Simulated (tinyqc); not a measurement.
Minority-electron transport through the base of a bipolar transistor (Moll-Ross and Kroemer integrals): one step, computed by the program tinyqc. Command: `OMP_NUM_THREADS=1 python tinyqc.py 3013164 3013165 out.jsonl base walk`. One thread of a shared host (Intel(R) Xeon(R) Processor @ 2.30GHz), about 0.01 s of CPU time with the checks.

Low injection, one dimension, x from the emitter edge (0) to the collector edge (W), s = x/W. Recombination is treated as a small correction (valid for tau_B well below tau_n), computed from the stored charge.

Task: Gain and speed. Emitter-limited gain beta_E = G_E/G_B; recombination-limited gain beta_R = tau_n/tau_B; 1/beta = 1/beta_E + 1/beta_R; f_T from the base alone = 1/(2 pi tau_B).

Inputs (values chosen for the exercise, modelled on silicon): electron lifetime tau_n = 280 ns; emitter Gummel number G_E = 8.8e+12 s/cm^4; temperature T = 300 K.

Base doping profile: exponential. Gap grading: linear. Exit of the base: saturation velocity.

base Gummel number G_B = 3.457669e+12 s/cm^4

base transit time tau_B = 0.7996726 ps

Give: beta_E; beta_R; current gain beta; f_T from the base alone.

Result:

beta_E = 2.545

beta_R = 3.501e+05

current gain beta = 2.545

f_T from the base alone = 199.0 GHz

The gain is limited mainly by hole injection into the emitter (100 % of the base current).
